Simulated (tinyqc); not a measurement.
Valley splitting in a one-orbital chain of atomic planes (second-neighbour model): one step. Levels and the valley doublet. Three cases, with inputs chosen for the exercise.

Question. Diagonalise H. The two lowest levels are the doublet made from the valleys at +k0 and -k0; give their splitting, the weights of the lowest state, and its parity under reversal of the planes.

Give: levels; splitting; weights on the planes; parity of the lowest state.

Case 1.

H (eV), lower triangle:
```
           1         2         3         4         5         6         7         8         9        10
1   1.339883
2   0.617983  1.339883
3   0.588875  0.617983  1.339883
4          0  0.588875  0.617983  1.339883
5          0         0  0.588875  0.617983  1.339883
6          0         0         0  0.588875  0.617983  1.339883
7          0         0         0         0  0.588875  0.617983  1.339883
8          0         0         0         0         0  0.588875  0.617983  1.339883
9          0         0         0         0         0         0  0.588875  0.617983  1.339883
10         0         0         0         0         0         0         0  0.588875  0.617983  1.339883
```

Answer.

levels (eV): 0.1424  0.1502  0.4982  0.5834  0.9111  1.1379  1.3457  2.1422  2.9495  3.5383

splitting = 7.73 meV

weights on the planes: 0.031  0.110  0.000  0.251  0.108  0.108  0.251  0.000  0.110  0.031

parity of the lowest state: even

The mean of the doublet lies 0.1463 eV above the bulk minimum, and level 3 lies 0.3519 eV above that mean; the weights oscillate from plane to plane because the two valleys interfere.

Case 2.

H (eV), lower triangle:
```
          1         2         3         4         5         6         7         8         9
1  1.404731
2  0.575677  1.404731
3  0.637371  0.575677  1.404731
4         0  0.637371  0.575677  1.404731
5         0         0  0.637371  0.575677  1.404731
6         0         0         0  0.637371  0.575677  1.404731
7         0         0         0         0  0.637371  0.575677  1.404731
8         0         0         0         0         0  0.637371  0.575677  1.404731
9         0         0         0         0         0         0  0.637371  0.575677  1.404731
```

Answer.

levels (eV): 0.1647  0.2252  0.5935  0.8187  1.1528  1.3621  1.9178  2.8453  3.5625

splitting = 60.54 meV

weights on the planes: 0.068  0.078  0.064  0.290  0.000  0.290  0.064  0.078  0.068

parity of the lowest state: odd

The mean of the doublet lies 0.1950 eV above the bulk minimum, and level 3 lies 0.3985 eV above that mean; the weights oscillate from plane to plane because the two valleys interfere.

Case 3.

H (eV), lower triangle:
```
           1         2         3         4         5         6         7         8         9        10        11
1   1.333969
2   0.515825  1.333969
3   0.612701  0.515825  1.333969
4          0  0.612701  0.515825  1.333969
5          0         0  0.612701  0.515825  1.333969
6          0         0         0  0.612701  0.515825  1.333969
7          0         0         0         0  0.612701  0.515825  1.333969
8          0         0         0         0         0  0.612701  0.515825  1.333969
9          0         0         0         0         0         0  0.612701  0.515825  1.333969
10         0         0         0         0         0         0         0  0.612701  0.515825  1.333969
11         0         0         0         0         0         0         0         0  0.612701  0.515825  1.333969
12         0         0         0         0         0         0         0         0         0  0.612701  0.515825

          12
12  1.333969
```

Answer.

levels (eV): 0.1141  0.1173  0.4277  0.4459  0.8297  0.9594  1.2163  1.4215  1.6758  2.3671  2.9980  3.4350

splitting = 3.13 meV

weights on the planes: 0.033  0.000  0.142  0.017  0.196  0.112  0.112  0.196  0.017  0.142  0.000  0.033

parity of the lowest state: even

The mean of the doublet lies 0.1157 eV above the bulk minimum, and level 3 lies 0.3120 eV above that mean; the weights oscillate from plane to plane because the two valleys interfere.

Computed by tinyqc, one run a case: `OMP_NUM_THREADS=1 python tinyqc.py N N+1 out.jsonl` with N = 1450038, 1450112, 1450269; one thread of a shared Intel(R) Xeon(R) Processor @ 2.30GHz, about 0.02 s a run at most.
